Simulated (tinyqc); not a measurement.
From one set of inputs to another, one input at a time: implant damage, amorphisation by cascade overlap, and solid-phase epitaxial regrowth. Computed by tinyqc, a small Python program. Command: `OMP_NUM_THREADS=1 python tinyqc.py 3111932 3111933 out.jsonl sper ladder`. One thread of a shared host (Intel(R) Xeon(R) Processor @ 2.30GHz), about 0.01 s of CPU time with the checks.

Range and width of the damage are inputs. Dynamic annealing enters only through the surviving share f.

The inputs printed are set A. Set A is modelled on antimony ions in silicon; the values taken over come from a set modelled on indium ions in germanium. Inputs not listed in the table keep their values of set A, so the rows need not describe a real material.

Inputs (values chosen for the exercise, modelled on antimony ions in silicon):

| quantity | value | unit |
|---|---|---|
| atomic density N | 49.9 | 1/nm^3 |
| ion Z1 | 51 | - |
| ion mass M1 | 121.8 | u |
| target Z2 | 14 | - |
| target mass M2 | 28.09 | u |
| ion energy E | 180 | keV |
| displacement energy E_d | 16 | eV |
| depth of the damage peak R_d | 77 | nm |
| width of the damage profile s_d | 44 | nm |
| share of defects that survive f | 0.97 | - |
| critical displaced share x_c | 0.14 | - |
| dose Q | 1.8e+14 | 1/cm^2 |
| regrowth prefactor v0 | 4.5e+15 | nm/s |
| regrowth energy E_a | 2.68 | eV |
| anneal temperature | 524 | C |
| rate relative to (100) | 0.04 | - |
| peak enhancement by the dopant | 9.9 | - |

Constants: a_0 = 0.529177210903 angstrom; e^2/(4 pi eps_0) = 14.39964548 eV angstrom; k_B = 8.617333262e-05 eV/K.

Method:
- Robinson partition: eps = E a M2/(Z1 Z2 (e^2/(4 pi eps_0)) (M1 + M2)), a = 0.8853 a_0/sqrt(Z1^(2/3) + Z2^(2/3)); k = 0.0793 Z1^(2/3) Z2^(1/2) (M1 + M2)^(3/2)/((Z1^(2/3) + Z2^(2/3))^(3/4) M1^(3/2) M2^(1/2)); damage energy T_d = E/(1 + k (eps + 0.40244 eps^(3/4) + 3.4008 eps^(1/6))); displacements nu = 0.8 T_d/(2 E_d).
- Displaced share x(z) = f nu Q exp(-(z - R_d)^2/(2 s_d^2))/(sqrt(2 pi) s_d N); the layer is amorphous where x > x_c, between R_d -/+ s_d sqrt(2 ln(x_max/x_c)), the upper edge being cut at the surface. Threshold dose Q_c = Q x_c/x_max.
- v = v0 x orientation factor x exp(-E_a/(k_B T)) x [1 + (enhancement - 1) exp(-(z - R_d)^2/(2 s_d^2))], T = anneal temperature + 273.15 K; the dopant is taken to follow the damage profile; the lower front moves from the lower edge z2 to the surface, or to the middle (z1 + z2)/2 of a buried layer with upper edge z1; time = int dz/v; the equivalent undoped distance is that time times the undoped velocity.

Each row keeps all changes above it:

| input moved | from | to | threshold dose Q_c (1/cm^2) | lower edge (nm) | time with enhancement (s) |
|---|---|---|---|---|---|
| set A | - | - | 2.440e+13 | 165.0 | 1.468e+04 |
| width of the damage profile s_d (nm) | 44 | 15 | 8.317e+12 | 114.2 | 4.903e+03 |
| anneal temperature (C) | 524 | 365 | 8.317e+12 | 114.2 | 8.167e+07 |
| share of defects that survive f | 0.97 | 0.79 | 1.021e+13 | 112.9 | 7.462e+07 |
| depth of the damage peak R_d (nm) | 77 | 21 | 1.021e+13 | 56.9 | 9.826e+07 |
| peak enhancement by the dopant | 9.9 | 12 | 1.021e+13 | 56.9 | 8.461e+07 |
| regrowth energy E_a (eV) and regrowth prefactor v0 (nm/s) | 2.68, 4.5e+15 | 2.14, 3.3e+16 | 1.021e+13 | 56.9 | 6.273e+02 |
| critical displaced share x_c | 0.14 | 0.18 | 1.313e+13 | 55.3 | 5.706e+02 |

Which inputs carry the difference?

Threshold dose Q_c goes from 2.44e13 to 1.31e13, a factor 0.538 in all. The largest single move comes from width of the damage profile s_d (a factor 0.341), and critical displaced share x_c works against it (a factor 1.29). Lower edge goes from 165 to 55.3, a factor 0.335 in all. The largest single move comes from depth of the damage peak R_d (a factor 0.504). Time with enhancement goes from 14700 to 571, a factor 0.0389 in all. The largest single move comes from regrowth energy E_a with regrowth prefactor v0 (a factor 7.41e-6), and anneal temperature works against it (a factor 16700). The single moves hold for this order of the switches; the total does not depend on the order.

Caution (all rows): regrowth on (111) is not only slow but leaves twins, which a single velocity does not describe.

Extremes, crossings and ranges named in words are read from the listed rows.
